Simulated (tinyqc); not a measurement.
Surface photovoltage measurement of the minority-carrier diffusion length in a wafer: one step, computed by the program tinyqc.

Low injection, steady light, a depletion layer much thinner than 1/alpha and L. The excess density dn is taken at the front edge of the neutral region; light that reaches the back is lost.

Task: One wavelength. alpha = (84.732/lambda - 76.417)^2 per cm with lambda in micrometre (an empirical fit for silicon between 0.7 and 1.05 micrometre). Thick wafer: dn = Phi L/((S_f + D/L)(L + 1/alpha)). Finite wafer, with s = S_b L/D, w = W/L, a = alpha L: dn = [Phi a/(a^2 - 1)] [a - B - exp(-alpha W)(a - s)/(cosh w + s sinh w)]/(S_f + B D/L), B = (sinh w + s cosh w)/(cosh w + s sinh w). Photovoltage V = (k_B T/e) ln(1 + dn/n_0). Lifetime = L^2/D.

Inputs (values chosen for the exercise, modelled on p-type silicon at room temperature):

| quantity | value | unit |
|---|---|---|
| diffusion length L | 95 | micrometre |
| wafer thickness W | 775 | micrometre |
| diffusivity D | 29.4 | cm^2/s |
| front recombination velocity S_f | 240 | cm/s |
| back recombination velocity S_b | 260000 | cm/s |
| photon flux entering | 2.8e+13 | 1/(cm^2 s) |
| minority density at the surface barrier scale n_0 | 4e+09 | 1/cm^3 |
| temperature T | 298 | K |
| wavelength | 845 | nm |

Constants: k_B = 8.617333262e-05 eV/K.

Give: alpha; penetration depth 1/alpha; dn, thick wafer; B; dn, finite wafer; photovoltage V; lifetime.

Result:

alpha = 569.18 1/cm

penetration depth 1/alpha = 17.569 micrometre

dn, thick wafer = 7.0860e+09 1/cm^3

B = 1.0000

dn, finite wafer = 7.0860e+09 1/cm^3

photovoltage V = 26.178 mV

lifetime = 3.0697 microsecond

Caution: dn is not small against n_0, so V is not linear in the flux; the constant-flux reading then needs dn, not V.
